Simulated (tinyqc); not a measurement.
# CMOS inverter, nodal equation and switching, step by step

Numbers from tinyqc (`OMP_NUM_THREADS=1 python tinyqc.py 2340025 2340026 out.jsonl`; about 0.03 s on one thread of a shared Intel Xeon 2.30GHz). Printed values are rounded.

An n-channel pull-down (bn, VTn) and a p-channel pull-up (bp, VTp) share the input Vin and the output node Vout, which carries the load C. Transistor (EKV form, voltages against the body): I = 2 n b Vt^2 [F(vp - Vs) - F(vp - Vd)] from drain to source, F(v) = ln^2(1 + exp(v/(2 Vt))), vp = (Vg - VT + sg |Vd - Vs|)/n. n-channel bodies are at 0; for the p-channel device all voltages are counted down from Vdd. b in uA/V^2 gives I in uA. Static: In = Ip. Transient: C dVout/dt = Ip - In. No velocity saturation, no gate capacitance beyond C.

Values chosen for this exercise: temperature T = 300 K; supply voltage Vdd = 0.6 V; slope factor n = 1.41; drain-induced barrier lowering sg = 0.021; n-channel threshold VTn = 0.32 V; p-channel threshold (magnitude) VTp = 0.29 V; gain factor of the pull-down transistor bn = 450 uA/V^2; gain factor of the pull-up transistor bp = 140 uA/V^2; load capacitance C = 0.53 fF; input voltage Vin = 0.37 V; time step dt = 3 ps.

Constants: q = 1.602176634e-19 C, kB = 1.380649e-23 J/K, Vt = kB T/q. Results are converted to the units shown.

## Iteration 1: output voltage by Newton steps

Vout at the start = 0.3 V

f = In - Ip at (Vin, Vout); G = df/dVout by a central difference with +/- 1e-6 V; Vout(new) = Vout - f/G, the step limited to +/- 0.1 V.

In = 1.12558 uA
Ip = 0.0403771 uA
G = 0.405665 uS
Vout after iteration 1 = 0.2 V

## Iteration 2: output voltage by Newton steps

As before.

In = 1.08604 uA
Ip = 0.0423450 uA
G = 0.453626 uS
Vout after iteration 2 = 0.1 V

## Course of the iteration: output voltage by Newton steps

Stop when Vout changes by less than 1e-9 V, or after 30 iterations.

Course of the iteration:
```
iteration      Vout (V)  |change| (V)
1                   0.2         0.100
2                   0.1         0.100
3          -2.77556e-17         0.100
4            0.00194862       1.95e-3
5            0.00198314       3.45e-5
6            0.00198315       1.07e-8
7            0.00198315       < 1e-14
```

Converged in 7 iterations. At the end the number of correct digits about doubles with each step.

## Transfer curve

Vin, point 0 to 10 (V): [0, 0.06, 0.12, 0.18, 0.24, 0.3, 0.36, 0.42, 0.48, 0.54, 0.6]

For each Vin solve In = Ip; gain = dVout/dVin.

```
point  Vout (V)  supply current (uA)     gain
0      0.599996            1.8180e-4  -0.0001
1      0.599973            9.2564e-4  -0.0008
2      0.599819            0.0046073  -0.0058
3      0.598700             0.021857  -0.0437
4      0.589166             0.094182  -0.4173
5      0.038058              0.19235  -2.5168
6      0.002852             0.058007  -0.1045
7      0.000345             0.014371  -0.0118
8      0.000046            0.0031489  -0.0015
9      0.000007            6.4509e-4  -0.0002
10     0.000001            1.2786e-4   0.0000
```

The switching point Vin = Vout lies at 0.2857 V, with a gain of -47.5. The current peaks at 0.192 uA among the points, against 1.8e-4 and 1.3e-4 uA of leakage at the ends.

## Switching point and noise margins

VM solves In = Ip with Vin = Vout. VIL and VIH are the inputs at which the gain is -1; NML = VIL - Vout(VIH), NMH = Vout(VIL) - VIH.

VM = 0.28565 V
gain at VM = -47.527
VIL = 0.25753 V
VIH = 0.31113 V
NML = 0.23703 V
NMH = 0.26660 V

VM lies 14 mV below Vdd/2, and the high margin is the larger one. With both transistors saturated the size of the gain tends to 1/sg = 47.6; here it is 0.19 % below that.

## Step 1: one time step of the falling output

Vout at t = 0 = 0.6 V

The input steps to Vdd at t = 0; I = In - Ip. Implicit Euler: V(new) = V - (dt/C) I(V(new)), solved for V(new); 1 ps uA/fF = 1 mV.

I(V) = 13.7841 uA
I(V(new)) = 13.6351 uA
Vout after step 1 = 0.522820 V

## Step 2: one time step of the falling output

As before.

I(V) = 13.6351 uA
I(V(new)) = 13.4886 uA
Vout after step 2 = 0.446469 V

## Delays and energy

For a step input the delay to Vdd/2 is tHL = C times the integral of dV/(In - Ip) from Vdd/2 to Vdd at Vin = Vdd, and tLH likewise with Ip - In from 0 to Vdd/2 at Vin = 0. Energy drawn for one full cycle of the output: C Vdd^2. Leakage power: Vdd times the mean of the supply currents at Vin = 0 and Vdd.

tHL = 11.7845 ps
tLH = 31.2175 ps
energy = 0.1908 fJ
leakage power = 0.0929000 nW

Time steps as above cross Vdd/2 at 11.9 ps by linear interpolation, 0.57 % above tHL. tLH/tHL = 2.65, with bn/bp = 3.21.
